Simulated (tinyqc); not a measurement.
Tunnelling through a thin dielectric with one trap, as a tight-binding chain: one step. Scales. Three cases, with inputs chosen for the exercise.

Task: Form t, ka, q a, and the level of the trap in an endless barrier, Eb = phi + 2t - sqrt(4 t^2 + U^2).

Hopping -t everywhere, t = c/(m a^2), c = hbar^2/2m0; lead sites at 2t (band bottom 0), barrier sites 1 to N at 2t + phi, and site j has U besides. No voltage. Leads give S = -t exp(ika) on sites 1 and N, cos(ka) = 1 - E/(2t). T = (2 t sin(ka))^2 |G_1N|^2, G = (E - H - S)^-1. In the barrier cosh(q a) = 1 + (phi - E)/(2t).

Constants: hbar^2/2m0 = 3.80998211 eV angstrom^2.

Give: t; ka; q a; Eb.

Case 1.

Values chosen (barrier and mass of the size used for SiO2 on silicon; the results hold for these values, not for the real material): a = 3 angstrom (site spacing); m = 0.45 m0 (mass, the same in leads and barrier); phi = 3.15 eV (conduction edge of the barrier above that of the leads); U = -3.64 eV (extra energy on the trap site); E = 0.63 eV (electron energy).

Result:

t = 0.9407 eV
ka = 0.84309 rad
q a = 1.49386
Eb = 0.9340 eV

Case 2.

Values chosen (barrier and mass of the size used for Al2O3 on silicon; the results hold for these values, not for the real material): a = 2 angstrom (site spacing); m = 0.28 m0 (mass, the same in leads and barrier); phi = 2.05 eV (conduction edge of the barrier above that of the leads); U = -4.38 eV (extra energy on the trap site); E = 0.48 eV (electron energy).

Result:

t = 3.4018 eV
ka = 0.37788 rad
q a = 0.66693
Eb = 0.7620 eV

Case 3.

Values chosen (barrier and mass of the size used for SiO2 on silicon; the results hold for these values, not for the real material): a = 3 angstrom (site spacing); m = 0.47 m0 (mass, the same in leads and barrier); phi = 3.11 eV (conduction edge of the barrier above that of the leads); U = -4 eV (extra energy on the trap site); E = 0.53 eV (electron energy).

Result:

t = 0.9007 eV
ka = 0.78726 rad
q a = 1.53672
Eb = 0.5245 eV

Computed by tinyqc, one run a case: `OMP_NUM_THREADS=1 python tinyqc.py N N+1 out.jsonl` with N = 1480290, 1480299, 1480407; one thread of a shared Intel(R) Xeon(R) Processor @ 2.30GHz, about 0.1 s a run at most.
